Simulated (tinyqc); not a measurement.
Ionisation constants from two fields.

Problem. alpha_n = an exp(-bn/E). Find bn and an.

alpha_n at 337 and 664 kV/cm (1/cm): 1666.3118  1.2783975e5

Answer. ln alpha is a straight line in 1/E with slope -bn and intercept ln an.

bn = 2.97e6 V/cm
an = 1.12e7 1/cm

Computed by the program tinyqc: `OMP_NUM_THREADS=1 python tinyqc.py 2120146 2120147 out.jsonl`, one thread of a shared Intel Xeon 2.30GHz, about 0.08 s for the whole run.
